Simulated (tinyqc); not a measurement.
Drifting, spreading and decaying minority pulse (Haynes-Shockley), Crank-Nicolson time steps: two steps of the calculation.

Low injection in a uniform field: dn/dt = D d2n/dx2 - v dn/dx - n/tau with D = mu Vt and v = mu F towards +x. Exact solution on an infinite bar for a Gaussian start at x0: n = N0 exp(-t/tau) exp(-(x - x0 - v t)^2/(2 s^2))/sqrt(2 pi s^2), s^2 = s0^2 + 2 D t.

Parameters, values chosen for the exercise; mobility close to that of indium phosphide at room temperature:
- T = 300 K (temperature)
- mu = 5000 cm^2/(V s) (minority-carrier mobility)
- F = 14 V/cm (sweep field along the drift)
- hx = 12 um (mesh step)
- tau = 3.1e-7 s (lifetime)
- dt = 5.3e-9 s (time step)

Constants: q = 1.602176634e-19 C, kB = 1.380649e-23 J/K, Vt = kB T/q. Results are converted to the units shown.

Question 1. Coefficients of the scheme. Exponentially fitted fluxes: d = F hx/Vt, B(d) = d/(exp(d) - 1), k = D dt/hx^2; (L n)_i = a n_(i-1) + b n_i + c n_(i+1) with a = k B(-d), c = k B(d), b = -a - c - dt/tau. Explicit steps keep n positive for dt up to 1/[(D/hx^2)(B(d) + B(-d)) + 1/tau].

Wanted: D; v; d; a; b; c; positivity limit of dt.

Answer 1.

D = 129.3 cm^2/s
v = 7.000e4 cm/s
d = 0.6499
a = 0.6470
b = -1.002
c = 0.3378
positivity limit of dt = 5.290e-9 s

Question 2. Densities after a time step. (L n)_i = a n_(i-1) + b n_i + c n_(i+1), n = 0 beyond the ends. Crank-Nicolson step: solve n(new) - L n(new)/2 = n + L n/2.

a = 0.64695801
b = -1.0018461
c = 0.33779134
n at t = 0, node 1 to 9 (in units of 1e11 cm^-3): 0.0369321  0.4499247  2.0164227  3.3245190  2.0164227  0.4499247  0.0369321  0.0011153  0.0000124

Give: n at t = 1 dt.

Answer 2.

n at t = 1 dt, node 1 to 9 (in units of 1e11 cm^-3): 0.1287  0.5843  1.5295  2.3284  2.0600  1.0717  0.3500  0.0859  0.0188

Numbers from tinyqc (`OMP_NUM_THREADS=1 python tinyqc.py 2310037 2310038 out.jsonl`; about 0.01 s on one thread of a shared Intel Xeon 2.30GHz).
